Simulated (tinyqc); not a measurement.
# Six-transistor SRAM cell, nodal equations and margins: effect of the gain factor of the access transistor

Two cross-coupled inverters (pull-down bn, pull-up bp) hold the nodes Q and QB; access transistors (ba, threshold VTn, gate on the word line at Vdd when selected) join them to the bit lines. Transistor (EKV form, voltages against the body): I = 2 n b Vt^2 [F(vp - Vs) - F(vp - Vd)] from drain to source, F(v) = ln^2(1 + exp(v/(2 Vt))), vp = (Vg - VT + sg |Vd - Vs|)/n. n-channel bodies are at 0; for the p-channel device all voltages are counted down from Vdd. b in uA/V^2 gives I in uA. For an access transistor the bit line is the drain and the node the source. In a read both bit lines are at Vdd. The cell is symmetric (no mismatch).

f(x) is the node voltage of one half-cell for input x: In = Ip in hold, In = Ip + Ia in a read. Static noise margin: side of the largest square between the curve (x, f(x)) and its mirror image (f(y), y); with h(c) the root x of f(x) - x = c, it is the maximum over c > 0 of h(c) - h(-c) + c. Q is the low node in a read and Iread the current of its access transistor. The write trip is the voltage to which the bit line of the high node must fall (the other staying at Vdd) for that state to vanish; higher is easier, and a negative value means that a grounded bit line does not write.

Values chosen for this exercise:
- T = 300 K (temperature)
- Vdd = 0.4 V (supply voltage)
- n = 1.25 (slope factor)
- sg = 0.091 (drain-induced barrier lowering)
- VTn = 0.4 V (n-channel threshold)
- VTp = 0.34 V (p-channel threshold (magnitude))
- bn = 410 uA/V^2 (gain factor of the pull-down transistor)
- bp = 210 uA/V^2 (gain factor of the pull-up transistor)

Constants: q = 1.602176634e-19 C, kB = 1.380649e-23 J/K, Vt = kB T/q. Results are converted to the units shown.

The same in every row: hold margin (mV) = 150.2.

Result of one run:

| read margin (mV) | Q in a read (mV) | Iread (uA) | write trip (mV) |
|---|---|---|---|
| 94.11 | 30.13 | 0.2054 | 34.24 |

Which gain factor of the access transistor ba gave this result: 100, 200, 280 or 530 uA/V^2?

ba = 280 uA/V^2.

The whole series:

| ba (uA/V^2) | read margin (mV) | Q in a read (mV) | Iread (uA) | write trip (mV) |
|---|---|---|---|---|
| 100 | 108.3 | 14.58 | 0.1157 | -19.58 |
| 140 | 103.7 | 18.85 | 0.1434 | -0.6880 |
| 200 | 98.80 | 24.25 | 0.1750 | 17.84 |
| 280 | 94.11 | 30.13 | 0.2054 | 34.24 |
| 380 | 89.81 | 36.05 | 0.2324 | 48.42 |
| 530 | 85.10 | 43.03 | 0.2600 | 63.30 |

As ba goes from 100 to 530 uA/V^2, the read margin falls from 108 to 85.1 mV, the write trip rises from -19.6 to 63.3 mV and Iread rises from 0.116 to 0.260 uA. The read margin is 0.72 of the hold margin in the first row and 0.57 in the last. Read stability and write ability pull in opposite directions. For ba = 200 to 530 uA/V^2 the read margin is under 100 mV, which threshold mismatch, left out here, can use up in a large array. For ba = 100 to 140 uA/V^2 the write trip is negative: the cell cannot be written without assist.

tinyqc, about 0.2 s, one thread, Intel Xeon 2.30GHz (shared host): `OMP_NUM_THREADS=1 python tinyqc.py 2340153 2340154 out.jsonl`
